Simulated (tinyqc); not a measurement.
RHF in the sto-3g basis, for H6, spin multiplicity 1, step by step (part 1 of 2). Computed by tinyqc, a small Python program that keeps every step (integrals from PySCF). Settings: charge = 0, multiplicity = 1, basis = sto-3g, energy threshold = 1e-09, iteration cap = 64, orthogonalisation = canonical, start = core, DIIS depth = 8, DIIS from iteration = 2, method = RHF. Command: `OMP_NUM_THREADS=1 python tinyqc.py 28068 28069 out.jsonl` (the two numbers bound the seeds that draw the settings). One thread of a shared host (Intel(R) Xeon(R) Processor @ 2.60GHz), about 0.05 s of CPU time with the checks. Later iterations appear only in the table of the cycle.

## One-electron integrals

Geometry (angstrom):
```
atom         x         y         z
H     0.000000  0.000000  0.000000
H     0.000000  0.000000  0.723000
H     0.000000  0.000000  2.245000
H     0.000000  0.000000  2.968000
H     0.000000  0.000000  4.490000
H     0.000000  0.000000  5.212000
```

Basis sto-3g: exponents (1/bohr^2) and contraction coefficients of normalised primitives:
```
element  l (shell)  exponent  coefficient
H            s (1)  3.425251     0.154329
H            s (1)  0.623914     0.535328
H            s (1)  0.168855     0.444635
```

Overlap, kinetic and nuclear-attraction integrals over the contracted functions; the nuclear repulsion is the sum of Za Zb / Rab.

nuclear repulsion = 4.66949649 hartree

overlap S, order 1H 1s, 2H 1s, 3H 1s, 4H 1s, 5H 1s, 6H 1s:
```
[[1.000000, 0.671007, 0.078661, 0.019535, 0.000478, 0.000056],
 [0.671007, 1.000000, 0.248800, 0.078661, 0.003172, 0.000480],
 [0.078661, 0.248800, 1.000000, 0.671007, 0.078661, 0.019576],
 [0.019535, 0.078661, 0.671007, 1.000000, 0.248800, 0.078799],
 [0.000478, 0.003172, 0.078661, 0.248800, 1.000000, 0.671662],
 [0.000056, 0.000480, 0.019576, 0.078799, 0.671662, 1.000000]]
```

kinetic energy T (hartree), order 1H 1s, 2H 1s, 3H 1s, 4H 1s, 5H 1s, 6H 1s:
```
[[0.760032, 0.247229, -0.011473, -0.006909, -0.000404, -0.000065],
 [0.247229, 0.760032, 0.007837, -0.011473, -0.001893, -0.000405],
 [-0.011473, 0.007837, 0.760032, 0.247229, -0.011473, -0.006917],
 [-0.006909, -0.011473, 0.247229, 0.760032, 0.007837, -0.011472],
 [-0.000404, -0.001893, -0.011473, 0.007837, 0.760032, 0.247841],
 [-0.000065, -0.000405, -0.006917, -0.011472, 0.247841, 0.760032]]
```

nuclear attraction V (hartree), order 1H 1s, 2H 1s, 3H 1s, 4H 1s, 5H 1s, 6H 1s:
```
[[-2.525532, -1.712587, -0.178813, -0.043888, -0.001052, -0.000123],
 [-1.712587, -2.732616, -0.585349, -0.184735, -0.007078, -0.001055],
 [-0.178813, -0.585349, -2.888301, -1.879706, -0.184745, -0.043987],
 [-0.043888, -0.184735, -1.879706, -2.888346, -0.585404, -0.179164],
 [-0.001052, -0.007078, -0.184745, -0.585404, -2.733255, -1.714935],
 [-0.000123, -0.001055, -0.043987, -0.179164, -1.714935, -2.526388]]
```

core Hamiltonian H = T + V (hartree), order 1H 1s, 2H 1s, 3H 1s, 4H 1s, 5H 1s, 6H 1s:
```
[[-1.765500, -1.465358, -0.190286, -0.050796, -0.001456, -0.000188],
 [-1.465358, -1.972584, -0.577512, -0.196207, -0.008971, -0.001460],
 [-0.190286, -0.577512, -2.128269, -1.632477, -0.196218, -0.050905],
 [-0.050796, -0.196207, -1.632477, -2.128314, -0.577567, -0.190636],
 [-0.001456, -0.008971, -0.196218, -0.577567, -1.973223, -1.467094],
 [-0.000188, -0.001460, -0.050905, -0.190636, -1.467094, -1.766356]]
```

## Two-electron integrals

Functions are numbered as in S; the eight-fold symmetry (ij|kl) = (ji|kl) = (kl|ij) leaves the list below.

Two-electron integrals (ij|kl) in chemists' order, unique and non-zero (hartree):
```
(11|11) 0.774606   (21|11) 0.454326   (21|21) 0.308998   (22|11) 0.576405
(22|21) 0.454326   (22|22) 0.774606   (31|11) 0.034575   (31|21) 0.026218
(31|22) 0.043818   (31|31) 0.003077   (32|11) 0.088972   (32|21) 0.072901
(32|22) 0.132571   (32|31) 0.010036   (32|32) 0.034965   (33|11) 0.235401
(33|21) 0.188605   (33|22) 0.341297   (33|31) 0.034575   (33|32) 0.132571
(33|33) 0.774606   (41|11) 0.007063   (41|21) 0.005526   (41|22) 0.009546
(41|31) 0.000720   (41|32) 0.002447   (41|33) 0.009546   (41|41) 0.000177
(42|11) 0.023482   (42|21) 0.019092   (42|22) 0.034575   (42|31) 0.002816
(42|32) 0.010036   (42|33) 0.043818   (42|41) 0.000720   (42|42) 0.003077
(43|11) 0.136692   (43|21) 0.106986   (43|22) 0.188605   (43|31) 0.019092
(43|32) 0.072901   (43|33) 0.454326   (43|41) 0.005526   (43|42) 0.026218
(43|43) 0.308998   (44|11) 0.178283   (44|21) 0.136692   (44|22) 0.235401
(44|31) 0.023482   (44|32) 0.088972   (44|33) 0.576405   (44|41) 0.007063
(44|42) 0.034575   (44|43) 0.454326   (44|44) 0.774606   (51|11) 0.000114
(51|21) 0.000091   (51|22) 0.000161   (51|31) 0.000015   (51|32) 0.000053
(51|33) 0.000261   (51|41) 3.91e-06   (51|42) 0.000017   (51|43) 0.000165
(51|44) 0.000229   (51|51) 1.04e-07   (52|11) 0.000661   (52|21) 0.000519
(52|22) 0.000916   (52|31) 0.000085   (52|32) 0.000314   (52|33) 0.001664
(52|41) 0.000024   (52|42) 0.000107   (52|43) 0.001121   (52|44) 0.001664
(52|51) 6.72e-07   (52|52) 4.54e-06   (53|11) 0.012586   (53|21) 0.009535
(53|22) 0.016201   (53|31) 0.001563   (53|32) 0.005792   (53|33) 0.034575
(53|41) 0.000455   (53|42) 0.002158   (53|43) 0.026218   (53|44) 0.043818
(53|51) 0.000015   (53|52) 0.000107   (53|53) 0.003077   (54|11) 0.035593
(54|21) 0.026558   (54|22) 0.044344   (54|31) 0.004165   (54|32) 0.015181
(54|33) 0.088972   (54|41) 0.001215   (54|42) 0.005792   (54|43) 0.072901
(54|44) 0.132571   (54|51) 0.000040   (54|52) 0.000314   (54|53) 0.010036
(54|54) 0.034965   (55|11) 0.117857   (55|21) 0.086137   (55|22) 0.140477
(55|31) 0.012586   (55|32) 0.044344   (55|33) 0.235401   (55|41) 0.003531
(55|42) 0.016201   (55|43) 0.188605   (55|44) 0.341297   (55|51) 0.000114
(55|52) 0.000916   (55|53) 0.034575   (55|54) 0.132571   (55|55) 0.774606
(61|11) 0.000011   (61|21) 0.000009   (61|22) 0.000016   (61|31) 1.47e-06
(61|32) 0.000005   (61|33) 0.000030   (61|41) 4.12e-07   (61|42) 1.89e-06
(61|43) 0.000020   (61|44) 0.000030   (61|51) 1.19e-08   (61|52) 8.03e-08
(61|53) 1.89e-06   (61|54) 0.000005   (61|55) 0.000016   (62|11) 0.000087
(62|21) 0.000067   (62|22) 0.000115   (62|31) 0.000011   (62|32) 0.000041
(62|33) 0.000229   (62|41) 3.13e-06   (62|42) 0.000015   (62|43) 0.000166
(62|44) 0.000262   (62|51) 9.53e-08   (62|52) 6.73e-07   (62|53) 0.000017
(62|54) 0.000053   (62|55) 0.000161   (62|61) 1.19e-08   (62|62) 1.05e-07
(63|11) 0.002826   (63|21) 0.002113   (63|22) 0.003539   (63|31) 0.000334
(63|32) 0.001218   (63|33) 0.007080   (63|41) 0.000096   (63|42) 0.000456
(63|43) 0.005539   (63|44) 0.009568   (63|51) 3.12e-06   (63|52) 0.000024
(63|53) 0.000722   (63|54) 0.002452   (63|55) 0.009565   (63|61) 4.13e-07
(63|62) 3.92e-06   (63|63) 0.000177   (64|11) 0.010319   (64|21) 0.007630
(64|22) 0.012610   (64|31) 0.001161   (64|32) 0.004173   (64|33) 0.023529
(64|41) 0.000333   (64|42) 0.001567   (64|43) 0.019130   (64|44) 0.034645
(64|51) 0.000011   (64|52) 0.000085   (64|53) 0.002821   (64|54) 0.010055
(64|55) 0.043896   (64|61) 1.48e-06   (64|62) 0.000015   (64|63) 0.000723
(64|64) 0.003088   (65|11) 0.073349   (65|21) 0.053259   (65|22) 0.086232
(65|31) 0.007624   (65|32) 0.026588   (65|33) 0.136850   (65|41) 0.002111
(65|42) 0.009546   (65|43) 0.107113   (65|44) 0.188835   (65|51) 0.000066
(65|52) 0.000520   (65|53) 0.019116   (65|54) 0.072993   (65|55) 0.454901
(65|61) 0.000009   (65|62) 0.000091   (65|63) 0.005544   (65|64) 0.026293
(65|65) 0.309678   (66|11) 0.101531   (66|21) 0.073285   (66|22) 0.117883
(66|31) 0.010303   (66|32) 0.035602   (66|33) 0.178343   (66|41) 0.002820
(66|42) 0.012590   (66|43) 0.136744   (66|44) 0.235505   (66|51) 0.000086
(66|52) 0.000662   (66|53) 0.023495   (66|54) 0.089023   (66|55) 0.576783
(66|61) 0.000011   (66|62) 0.000115   (66|63) 0.007080   (66|64) 0.034645
(66|65) 0.454901   (66|66) 0.774606
```

## Orthogonalisation

S = U s U^T; canonical form X = U s^(-1/2), so that X^T S X = 1. Each column of U has its largest component positive (the first on a tie).

eigenvalues of S: [0.239968, 0.309605, 0.397174, 1.383185, 1.688624, 1.981444]

X, order 1H 1s, 2H 1s, 3H 1s, 4H 1s, 5H 1s, 6H 1s:
```
[[-0.590320, -0.867007, 0.660277, -0.349453, 0.379871, 0.222290],
 [0.763366, 0.914956, -0.528268, -0.260046, 0.384369, 0.272495],
 [-1.069629, -0.162419, -0.740680, 0.414780, 0.065215, 0.358207],
 [1.070460, -0.152411, 0.741657, 0.414858, -0.064014, 0.358310],
 [-0.768917, 0.914868, 0.523482, -0.259570, -0.384111, 0.273129],
 [0.595641, -0.868609, -0.655792, -0.348858, -0.379822, 0.222977]]
```

## Starting guess

The start is the orbitals of the core Hamiltonian; D = 2 C_occ C_occ^T.

D at the start, order 1H 1s, 2H 1s, 3H 1s, 4H 1s, 5H 1s, 6H 1s:
```
[[0.225970, 0.494813, -0.011844, -0.132646, 0.039483, 0.031040],
 [0.494813, 1.089396, 0.027138, -0.254885, 0.026189, 0.039620],
 [-0.011844, 0.027138, 0.660556, 0.586168, -0.254358, -0.132505],
 [-0.132646, -0.254885, 0.586168, 0.660935, 0.026715, -0.012118],
 [0.039483, 0.026189, -0.254358, 0.026715, 1.088813, 0.494840],
 [0.031040, 0.039620, -0.132505, -0.012118, 0.494840, 0.226124]]
```

## Iteration 1: building the Fock matrix

J_ij = sum D_kl (ij|kl), K_ij = sum D_kl (ik|jl); F = H + J - 0.5 K; E = tr D H + tr D J / 2 - 0.25 tr D K + E_nn.

Coulomb J (hartree), order 1H 1s, 2H 1s, 3H 1s, 4H 1s, 5H 1s, 6H 1s:
```
[[1.894753, 1.394819, 0.163977, 0.040991, 0.001005, 0.000118],
 [1.394819, 2.269760, 0.544518, 0.172112, 0.006743, 0.001007],
 [0.163977, 0.544518, 2.435335, 1.624537, 0.172119, 0.041082],
 [0.040991, 0.172112, 1.624537, 2.435406, 0.544549, 0.164291],
 [0.001005, 0.006743, 0.172119, 0.544549, 2.270002, 1.396592],
 [0.000118, 0.001007, 0.041082, 0.164291, 1.396592, 1.895693]]
```

exchange K (hartree), order 1H 1s, 2H 1s, 3H 1s, 4H 1s, 5H 1s, 6H 1s:
```
[[0.960187, 1.036579, 0.144394, 0.015241, 0.001439, 0.005195],
 [1.036579, 1.382906, 0.323231, 0.115516, 0.003649, 0.001451],
 [0.144394, 0.323231, 1.247838, 1.086881, 0.115543, 0.015320],
 [0.015241, 0.115516, 1.086881, 1.247947, 0.323186, 0.144531],
 [0.001439, 0.003649, 0.115543, 0.323186, 1.383143, 1.037637],
 [0.005195, 0.001451, 0.015320, 0.144531, 1.037637, 0.961428]]
```

Fock matrix F (hartree), order 1H 1s, 2H 1s, 3H 1s, 4H 1s, 5H 1s, 6H 1s:
```
[[-0.350840, -0.588829, -0.098506, -0.017425, -0.001171, -0.002668],
 [-0.588829, -0.394277, -0.194610, -0.081853, -0.004053, -0.001178],
 [-0.098506, -0.194610, -0.316853, -0.551381, -0.081870, -0.017482],
 [-0.017425, -0.081853, -0.551381, -0.316881, -0.194612, -0.098610],
 [-0.001171, -0.004053, -0.081870, -0.194612, -0.394793, -0.589320],
 [-0.002668, -0.001178, -0.017482, -0.098610, -0.589320, -0.351377]]
```

total energy of this density = -3.19278823 hartree

## Iteration 1: diagonalisation and new density

Diagonalise F' = X^T F X, C = X C', fill 3 alpha and 3 beta electrons from the bottom; D = 2 C_occ C_occ^T. Each column has its largest component positive (the first on a tie).

F' = X^T F X (hartree):
```
[[1.065825, 0.000565, 0.043206, -0.000113, -0.025942, 0.000065],
 [0.000565, 0.727281, 0.000000, 0.037741, -0.000004, -0.002545],
 [0.043206, 0.000000, 0.536126, -0.000182, 0.009381, 0.000002],
 [-0.000113, 0.037741, -0.000182, -0.466652, -0.000042, 0.030655],
 [-0.025942, -0.000004, 0.009381, -0.000042, -0.576273, 0.000119],
 [0.000065, -0.002545, 0.000002, 0.030655, 0.000119, -0.605779]]
```

orbital energies (hartree): [-0.612313, -0.576773, -0.461311, 0.532743, 0.728474, 1.069709]

coefficients C, order 1H 1s, 2H 1s, 3H 1s, 4H 1s, 5H 1s, 6H 1s:
```
[[0.282086, 0.365338, -0.268859, 0.709243, -0.877155, -0.542422],
 [0.326192, 0.402448, -0.225651, -0.583573, 0.904964, 0.713971],
 [0.262792, 0.055768, 0.484772, -0.651819, -0.147667, -1.126878],
 [0.263176, -0.052551, 0.484987, 0.652515, -0.141693, 1.127240],
 [0.329612, -0.399972, -0.224858, 0.579818, 0.906927, -0.716852],
 [0.285196, -0.363300, -0.268127, -0.705551, -0.880151, 0.545284]]
```

D after iteration 1, order 1H 1s, 2H 1s, 3H 1s, 4H 1s, 5H 1s, 6H 1s:
```
[[0.570659, 0.599424, -0.071662, -0.150707, 0.014617, 0.039621],
 [0.599424, 0.638569, -0.002450, -0.089481, -0.005423, 0.014645],
 [-0.071662, -0.002450, 0.614347, 0.602676, -0.089382, -0.150588],
 [-0.150707, -0.089481, 0.602676, 0.614472, -0.002576, -0.071780],
 [0.014617, -0.005423, -0.089382, -0.002576, 0.638367, 0.599209],
 [0.039621, 0.014645, -0.150588, -0.071780, 0.599209, 0.570432]]
```

## Iteration 2: building the Fock matrix

As before.

Coulomb J (hartree), order 1H 1s, 2H 1s, 3H 1s, 4H 1s, 5H 1s, 6H 1s:
```
[[1.978274, 1.396490, 0.159095, 0.039547, 0.000967, 0.000113],
 [1.396490, 2.188161, 0.521069, 0.165099, 0.006485, 0.000970],
 [0.159095, 0.521069, 2.343602, 1.565277, 0.165109, 0.039636],
 [0.039547, 0.165099, 1.565277, 2.343665, 0.521116, 0.159400],
 [0.000967, 0.006485, 0.165109, 0.521116, 2.188525, 1.398189],
 [0.000113, 0.000970, 0.039636, 0.159400, 1.398189, 1.978876]]
```

exchange K (hartree), order 1H 1s, 2H 1s, 3H 1s, 4H 1s, 5H 1s, 6H 1s:
```
[[1.178687, 1.074418, 0.129208, 0.018194, -0.000698, 0.002372],
 [1.074418, 1.228014, 0.287347, 0.126141, 0.006105, -0.000694],
 [0.129208, 0.287347, 1.218811, 1.077889, 0.126136, 0.018272],
 [0.018194, 0.126141, 1.077889, 1.218848, 0.287371, 0.129371],
 [-0.000698, 0.006105, 0.126136, 0.287371, 1.228613, 1.075342],
 [0.002372, -0.000694, 0.018272, 0.129371, 1.075342, 1.179356]]
```

Fock matrix F (hartree), order 1H 1s, 2H 1s, 3H 1s, 4H 1s, 5H 1s, 6H 1s:
```
[[-0.376570, -0.606077, -0.095795, -0.020346, -0.000140, -0.001261],
 [-0.606077, -0.398430, -0.200117, -0.094178, -0.005538, -0.000144],
 [-0.095795, -0.200117, -0.394073, -0.606144, -0.094177, -0.020405],
 [-0.020346, -0.094178, -0.606144, -0.394073, -0.200137, -0.095922],
 [-0.000140, -0.005538, -0.094177, -0.200137, -0.399005, -0.606576],
 [-0.001261, -0.000144, -0.020405, -0.095922, -0.606576, -0.377159]]
```

total energy of this density = -3.33207333 hartree

## Iteration 2: diagonalisation and new density

As before.

F' = X^T F X (hartree):
```
[[1.017360, 0.000309, -0.001905, -0.000066, -0.024418, 0.000029],
 [0.000309, 0.736238, -0.000281, 0.031107, -0.000055, 0.009986],
 [-0.001905, -0.000281, 0.511400, -0.000134, -0.009922, -0.000020],
 [-0.000066, 0.031107, -0.000134, -0.516840, -0.000101, 0.000284],
 [-0.024418, -0.000055, -0.009922, -0.000101, -0.594543, 0.000085],
 [0.000029, 0.009986, -0.000020, 0.000284, 0.000085, -0.653895]]
```

orbital energies (hartree): [-0.653967, -0.595002, -0.517612, 0.511483, 0.737082, 1.017736]

coefficients C, order 1H 1s, 2H 1s, 3H 1s, 4H 1s, 5H 1s, 6H 1s:
```
[[0.228132, 0.376667, -0.328226, 0.653786, -0.873964, -0.599227],
 [0.265453, 0.391175, -0.283133, -0.528007, 0.909968, 0.760313],
 [0.359121, 0.043402, 0.418578, -0.745039, -0.147394, -1.068099],
 [0.359265, -0.040048, 0.418800, 0.745531, -0.141611, 1.068560],
 [0.267260, -0.390942, -0.281565, 0.525544, 0.910288, -0.763808],
 [0.229882, -0.376770, -0.326703, -0.651406, -0.875203, 0.602638]]
```

D after iteration 2, order 1H 1s, 2H 1s, 3H 1s, 4H 1s, 5H 1s, 6H 1s:
```
[[0.603310, 0.601666, -0.078226, -0.141172, 0.012265, 0.035519],
 [0.601666, 0.607295, -0.012412, -0.077748, -0.004523, 0.012281],
 [-0.078226, -0.012412, 0.612118, 0.605164, -0.077692, -0.141095],
 [-0.141172, -0.077748, 0.605164, 0.612137, -0.012492, -0.078291],
 [0.012265, -0.004523, -0.077692, -0.012492, 0.607086, 0.601443],
 [0.035519, 0.012281, -0.141095, -0.078291, 0.601443, 0.603072]]
```

## Iteration 3: building the Fock matrix

As before.

Coulomb J (hartree), order 1H 1s, 2H 1s, 3H 1s, 4H 1s, 5H 1s, 6H 1s:
```
[[1.985237, 1.396624, 0.158695, 0.039431, 0.000964, 0.000113],
 [1.396624, 2.181439, 0.519165, 0.164542, 0.006465, 0.000967],
 [0.158695, 0.519165, 2.336704, 1.560868, 0.164551, 0.039519],
 [0.039431, 0.164542, 1.560868, 2.336749, 0.519209, 0.158998],
 [0.000964, 0.006465, 0.164551, 0.519209, 2.181799, 1.398312],
 [0.000113, 0.000967, 0.039519, 0.158998, 1.398312, 1.985811]]
```

exchange K (hartree), order 1H 1s, 2H 1s, 3H 1s, 4H 1s, 5H 1s, 6H 1s:
```
[[1.195636, 1.075711, 0.127327, 0.019148, -0.000690, 0.001952],
 [1.075711, 1.213461, 0.282614, 0.126812, 0.006668, -0.000686],
 [0.127327, 0.282614, 1.216913, 1.078005, 0.126803, 0.019224],
 [0.019148, 0.126812, 1.078005, 1.216908, 0.282642, 0.127494],
 [-0.000690, 0.006668, 0.126803, 0.282642, 1.214080, 1.076629],
 [0.001952, -0.000686, 0.019224, 0.127494, 1.076629, 1.196272]]
```

Fock matrix F (hartree), order 1H 1s, 2H 1s, 3H 1s, 4H 1s, 5H 1s, 6H 1s:
```
[[-0.378081, -0.606590, -0.095254, -0.020939, -0.000147, -0.001051],
 [-0.606590, -0.397875, -0.199655, -0.095071, -0.005840, -0.000150],
 [-0.095254, -0.199655, -0.400021, -0.610611, -0.095068, -0.020997],
 [-0.020939, -0.095071, -0.610611, -0.400019, -0.199680, -0.095385],
 [-0.000147, -0.005840, -0.095068, -0.199680, -0.398464, -0.607097],
 [-0.001051, -0.000150, -0.020997, -0.095385, -0.607097, -0.378681]]
```

total energy of this density = -3.33322068 hartree

## Iteration 3: DIIS over 2 matrices

error matrix X^T (FDS - SDF) X:
```
[[0.000000, 0.000000, 0.000067, 0.000008, -0.001307, -0.000008],
 [0.000000, 0.000000, 0.000000, 0.000215, -0.000016, 0.003075],
 [-0.000067, 0.000000, 0.000000, 0.000009, -0.005168, -0.000006],
 [-0.000008, -0.000215, -0.000009, 0.000000, 0.000001, 0.000075],
 [0.001307, 0.000016, 0.005168, -0.000001, 0.000000, 0.000000],
 [0.000008, -0.003075, 0.000006, -0.000075, 0.000000, 0.000000]]
```

B (overlaps of the stored error matrices):
```
[[4.8583240e-03, 5.4099185e-04],
 [5.4099185e-04, 7.5855266e-05]]
```

Minimise |sum c_i e_i|^2 with sum c_i = 1: solve [B -1; -1 0][c; lambda] = [0; -1] with B_ij = tr e_i^T e_j, and take F = sum c_i F_i.

DIIS coefficients: [-0.120746, 1.120746]

extrapolated F (hartree), order 1H 1s, 2H 1s, 3H 1s, 4H 1s, 5H 1s, 6H 1s:
```
[[-0.378264, -0.606652, -0.095189, -0.021011, -0.000148, -0.001026],
 [-0.606652, -0.397808, -0.199599, -0.095179, -0.005877, -0.000151],
 [-0.095189, -0.199599, -0.400739, -0.611150, -0.095176, -0.021069],
 [-0.021011, -0.095179, -0.611150, -0.400736, -0.199624, -0.095320],
 [-0.000148, -0.005877, -0.095176, -0.199624, -0.398398, -0.607160],
 [-0.001026, -0.000151, -0.021069, -0.095320, -0.607160, -0.378865]]
```

## Iteration 3: diagonalisation and new density

As before.

F' = X^T F X (hartree):
```
[[1.012608, 0.000291, -0.005414, -0.000061, -0.025053, 0.000024],
 [0.000291, 0.736026, -0.000304, 0.031352, -0.000063, 0.011811],
 [-0.005414, -0.000304, 0.509107, -0.000130, -0.012749, -0.000025],
 [-0.000061, 0.031352, -0.000130, -0.521146, -0.000111, -0.002832],
 [-0.025053, -0.000063, -0.012749, -0.000111, -0.594893, 0.000085],
 [0.000024, 0.011811, -0.000025, -0.002832, 0.000085, -0.657346]]
```

orbital energies (hartree): [-0.657517, -0.595432, -0.521855, 0.509202, 0.736906, 1.013052]

coefficients C, order 1H 1s, 2H 1s, 3H 1s, 4H 1s, 5H 1s, 6H 1s:
```
[[0.221551, 0.377991, -0.333501, 0.648591, -0.873777, -0.603851],
 [0.257710, 0.390024, -0.289402, -0.523728, 0.910328, 0.763729],
 [0.368968, 0.041018, 0.410103, -0.752487, -0.146890, -1.062960],
 [0.369097, -0.037547, 0.410321, 0.752962, -0.141149, 1.063428],
 [0.259444, -0.390017, -0.287676, 0.521365, 0.910532, -0.767264],
 [0.223240, -0.378323, -0.331813, -0.646316, -0.874884, 0.607296]]
```

D after iteration 3, order 1H 1s, 2H 1s, 3H 1s, 4H 1s, 5H 1s, 6H 1s:
```
[[0.606370, 0.602074, -0.079040, -0.138522, 0.011994, 0.034232],
 [0.602074, 0.604573, -0.015200, -0.076544, -0.004002, 0.012007],
 [-0.079040, -0.015200, 0.612009, 0.605838, -0.076496, -0.138454],
 [-0.138522, -0.076544, 0.605838, 0.612012, -0.015271, -0.079096],
 [0.011994, -0.004002, -0.076496, -0.015271, 0.604364, 0.601850],
 [0.034232, 0.012007, -0.138454, -0.079096, 0.601850, 0.606128]]
```
